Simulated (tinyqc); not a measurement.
Raising D: domain walls in a thin film with perpendicular anisotropy: Bloch, Neel and chiral walls, motion and stripe domains. Computed by tinyqc, a small Python program. Command: `OMP_NUM_THREADS=1 python tinyqc.py 3002282 3002283 out.jsonl mwall walk`. One thread of a shared host (Intel(R) Xeon(R) Processor @ 2.30GHz), about 0.01 s of CPU time with the checks.

One-dimensional wall: polar angle theta(x), azimuth phi of the moment in the wall (phi = 0 Neel, 90 degrees Bloch). mu_0 = 1.25663706212e-6 T m/A, gamma = 1.76085963023e11 rad/(s T).

Inputs (values chosen for the exercise, for a model film):

| quantity | value | unit |
|---|---|---|
| saturation magnetisation M_s | 1370 | kA/m |
| exchange stiffness A | 24 | pJ/m |
| uniaxial anisotropy K_u | 1600 | kJ/m^3 |
| DMI constant D | 0.53 | mJ/m^2 |
| thickness t | 2.1 | nm |

Method. K_eff = K_u - mu_0 M_s^2/2; Delta = sqrt(A/K_eff); sigma_0 = 4 sqrt(A K_eff); profile theta = 2 arctan exp(x/Delta); quality factor Q = 2 K_u/(mu_0 M_s^2). sigma(phi) = sigma_0 + 2 Delta K_D cos^2(phi) - pi D cos(phi), with the wall shape anisotropy K_D = N_x mu_0 M_s^2/2, N_x = t ln 2/(pi Delta). The minimum has cos(phi) = D/D_N for D < D_N = 4 Delta K_D/pi and phi = 0 beyond; sigma turns negative at D_c = (sigma_0 + 2 Delta K_D)/pi.

D_N = 0.695706 mJ/m^2

D_c = 4.39367 mJ/m^2

width parameter Delta = 7.55292 nm

sigma_0 = 12.7103 mJ/m^2

Wall against D; the last column is the Kaplan-Gehring width, log10[0.955 t exp(pi sigma/(mu_0 M_s^2 t))/nm], with a dash where it falls below 10 Delta and the formula fails:

| D (mJ/m^2) | phi (degrees) | sigma (mJ/m^2) | sigma/sigma_0 | log10 domain width |
|---|---|---|---|---|
| 0.14 | 78.391 | 12.666 | 0.99652 | 3.7913 |
| 0.35 | 59.796 | 12.434 | 0.97824 | 3.7273 |
| 0.56 | 36.396 | 12.002 | 0.94429 | 3.6084 |
| 0.88 | 0.000 | 11.039 | 0.86847 | 3.3429 |
| 1.80 | 0.000 | 8.148 | 0.64107 | 2.5468 |
| 2.60 | 0.000 | 5.635 | 0.44334 | - |
| 3.50 | 0.000 | 2.808 | 0.22089 | - |
| 4.00 | 0.000 | 1.237 | 0.09730 | - |

D_N is 16 % of D_c, so a small D fixes the chirality long before it lowers the energy much. Beyond D_N sigma falls by pi per unit of D, and the domain width, which has sigma in an exponent, drops by 1.2 decades over the valid rows (values above 6 mean a single domain in any device).

Extremes, crossings and ranges named in words are read from the listed rows.
